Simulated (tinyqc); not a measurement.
Inside a calculation: optical gain and spontaneous emission in a bulk direct-gap semiconductor. Values are carried at full precision from step to step, so a last printed digit may differ when a step is redone from the rounded ones.

F_j(eta) = (1/Gamma(j + 1)) integral_0^infinity x^j dx/(1 + exp(x - eta)), which tends to exp(eta) for eta << 0.

Quasi-Fermi levels: n = Nc F_1/2(Fc/kT) and p = Nv F_1/2(Fv/kT), Fc counted up from the conduction edge and Fv down from the valence edge; Nc, Nv from N = 2 (m kB T/(4 pi c))^(3/2) with c = hbar^2/2m0, in 1/angstrom^3; times 1e24 for 1/cm^3, with me and (mhh^(3/2) + mlh^(3/2))^(2/3).

Constants: hbar^2/2m0 = 3.80998211 eV angstrom^2; kB = 8.617333262e-05 eV/K; fine-structure constant alpha = 0.007297352564; hbar = 6.58211957e-16 eV s; hbar c = 1973.269805 eV angstrom.

Values chosen for the exercise (near those of InGaAs; not measured data):

| symbol | value | unit | meaning |
|---|---|---|---|
| me | 0.041 | m0 | electron mass |
| mhh | 0.45 | m0 | heavy-hole mass |
| mlh | 0.0507 | m0 | light-hole mass |
| n | 1.5e+18 | 1/cm^3 | injected density, n = p |
| T | 300 | K |  |
| Eg | 0.756 | eV | direct gap |
| Ep | 23.2 | eV | Kane energy |
| nr | 3.62 |  | refractive index |
| E | 0.833 | eV | photon energy |

## Quasi-Fermi levels

Solve for Fc and Fv.

kT = 0.025852 eV
Nc = 2.083e+17 1/cm^3
Nv = 7.862e+18 1/cm^3
Fc = 0.1114 eV
Fv = -0.0411 eV
Fc + Fv = 0.0703 eV

The separation of the quasi-Fermi levels exceeds the gap, so photons between Eg and Eg + (Fc + Fv) see gain. The quasi-Fermi level of the electrons lies inside the band, that of the holes in the gap.

## Absorption of the empty crystal

Parabolic bands, vertical transitions, no excitons. For each hole band j: mr = me mj/(me + mj); joint density of states J_j(E) = (mr/c)^(3/2) sqrt(E - Eg)/(2 pi^2), both spins, c = hbar^2/2m0; averaged matrix element |e.p|^2 = m0 Ep/6; alpha_j(E) = 4 pi^2 alpha_f c Ep J_j/(3 nr E) in 1/angstrom (alpha_f the fine-structure constant, listed as alpha among the constants), times 1e8 for 1/cm.

Evaluate at E for heavy and light holes.

mr, J and alpha of each hole band:

| hole | mr (m0) | J (1/(eV angstrom^3)) | alpha (1/cm) |
|---|---|---|---|
| heavy | 0.03758 | 1.377e-05 | 3875.8 |
| light | 0.02267 | 6.452e-06 | 1816.0 |

The heavy-hole band gives 68 % of the total, 5692 1/cm.

## Occupations and gain at E

For band j the electron sits at Ee = (E - Eg) mr/me above its edge and the hole at Eh = (E - Eg) mr/mj; fe = 1/(1 + exp((Ee - Fc)/kT)), fh = 1/(1 + exp((Eh - Fv)/kT)); gain g = sum_j alpha_j (fe + fh - 1).

Use mr and alpha from the table.

Energies, occupations and gain of each hole band:

| hole | Ee (eV) | Eh (eV) | fe | fh | g (1/cm) |
|---|---|---|---|---|---|
| heavy | 0.0706 | 0.0064 | 0.829 | 0.137 | -131 |
| light | 0.0426 | 0.0344 | 0.935 | 0.051 | -26 |

total gain = -156 1/cm

E - Eg = 0.0770 eV is above Fc + Fv = 0.0703 eV, so both bands give loss (Bernard-Duraffourg).

## Spontaneous emission

Spontaneous rate: R = integral of (nr E/(hbar c))^2/(pi^2 hbar) sum_j alpha_j fe fh dE, with alpha in 1/cm and (nr E/(hbar c))^2 in 1/cm^2 (1e16 per 1/angstrom^2); B = R/(n p); lifetime n/R.

Integrate over photon energy.

R = 2.51e+26 1/(cm^3 s)
B = 1.12e-10 cm^3/s
radiative lifetime = 5.97 ns

## Checks

- B at n = 1e13 1/cm^3 against the van Roosbroeck-Shockley value from alpha and ni^2 (cm^3/s): both 1.58e-10.

Computed by tinyqc, a small Python program: `OMP_NUM_THREADS=1 python tinyqc.py 1651582 1651583 out.jsonl` (the numbers bound the seed that draws the inputs); one thread of a shared host (Intel(R) Xeon(R) Processor @ 2.30GHz), about 0.1 s for the whole set of steps.
